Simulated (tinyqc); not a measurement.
Implanted layer, carriers, mobility and sheet resistance: two steps of the calculation.

An n-type layer from the surface x = 0 to the junction xj, N(x) = N0 exp(-(x - Rp)^2/(2 sg^2)). Local neutrality (no depletion at surface or junction, no spilling of carriers), intrinsic carriers neglected, full ionisation of active dopants.

Values chosen for this exercise; values close to those of phosphorus in silicon over a p-type background: temperature T = 250 K; background doping of the opposite type Nb = 1.3e14 cm^-3; peak chemical concentration N0 = 7.1e19 cm^-3; mobility limit at high doping m1 = 70 cm^2/(V s); mobility limit at low doping, at 300 K m2 = 1380 cm^2/(V s); reference doping of the mobility law Nr = 9.4e16 cm^-3; exponent of the mobility law am = 0.719; temperature exponent of m2 bt = 2.3; solubility limit of active dopant Ns = 4.05e20 cm^-3; straggle after annealing sg = 110 nm; projected range Rp = 130 nm.

Constants: q = 1.602176634e-19 C. Results are converted to the units shown.

Problem 1. Junction depth and local values. xj = Rp + sg sqrt(2 ln(N0/Nb)); 13 equal steps from 0 to xj. Active dopant A = min(N, Ns); n = A - Nb; mobility mu = m1 + (m2 (T/300 K)^(-bt) - m1)/(1 + ((A + Nb)/Nr)^am).

Wanted: xj; x; N; A; n; mu.

Solution 1.

xj = 695.4 nm

```
point  x (nm)  N (cm^-3)  A (cm^-3)  n (1e19 cm^-3)  mu (cm^2/(V s))
0         0.0   3.532e19   3.532e19           3.532            98.18
1        53.5   5.575e19   5.575e19           5.575            90.37
2       107.0   6.946e19   6.946e19           6.946            87.42
3       160.5   6.833e19   6.833e19           6.833            87.62
4       214.0   5.305e19   5.305e19           5.305            91.10
5       267.5   3.252e19   3.252e19           3.252            99.87
6       321.0   1.573e19   1.573e19           1.573            119.8
7       374.5   6.009e18   6.009e18           0.601            167.2
8       427.9   1.812e18   1.812e18           0.181            286.0
9       481.4   4.312e17   4.312e17           0.043            578.4
10      534.9   8.102e16   8.102e16           0.008             1138
11      588.4   1.202e16   1.202e16           0.001             1720
12      641.9   1.407e15   1.407e15           0.000             1999
13      695.4   1.300e14   1.300e14           0.000             2070
```

The mobility runs from 87.4 to 2070 cm^2/(V s).

Problem 2. Sheet quantities by the trapezoid rule. Dose = integral of N, carrier sheet density = integral of n, 1/Rs = q integral of n mu, mean mobility 1/(q Rs sheet density), Hall mobility (unit Hall factor) = integral of n mu^2 over integral of n mu, Hall sheet density = (integral of n mu)^2/integral of n mu^2; all from 0 to xj.

```
point     x (nm)     N (cm^-3)  n (1e19 cm^-3)  mu (cm^2/(V s))
0        0.00000  3.5315882e19       3.5315752        98.175972
1       53.49372  5.5746333e19       5.5746203        90.371874
2      106.98743  6.9463156e19       6.9463026        87.417169
3      160.48115  6.8325790e19       6.8325660        87.623338
4      213.97487  5.3052611e19       5.3052481        91.102711
5      267.46858  3.2517774e19       3.2517644        99.873478
6      320.96230  1.5733553e19       1.5733423        119.84484
7      374.45602  6.0093120e18       0.6009182        167.19471
8      427.94973  1.8118183e18       0.1811688        285.99869
9      481.44345  4.3121761e17       0.0431088        578.42168
10     534.93717  8.1015904e16       0.0080886        1138.0377
11     588.43088  1.2015339e16       0.0011885        1720.0371
12     641.92460  1.4066748e15       0.0001277        1998.7477
13     695.41832        1.3e14       0.0000000        2069.9663
```

Give: dose; carrier sheet density; Rs; mean mobility; Hall mobility; Hall sheet density.

Solution 2.

dose = 1.716e15 cm^-2
carrier sheet density = 1.716e15 cm^-2
Rs = 38.03 ohm/square
mean mobility = 95.64 cm^2/(V s)
Hall mobility = 106.8 cm^2/(V s)
Hall sheet density = 1.537e15 cm^-2

Carriers make up 100 % of the dose. A Hall measurement weights the mobile tail, so its sheet density is 10 % below the true one.

Program tinyqc, `OMP_NUM_THREADS=1 python tinyqc.py 2110121 2110122 out.jsonl`; Intel Xeon 2.30GHz, shared host, one thread, about 0.01 s.
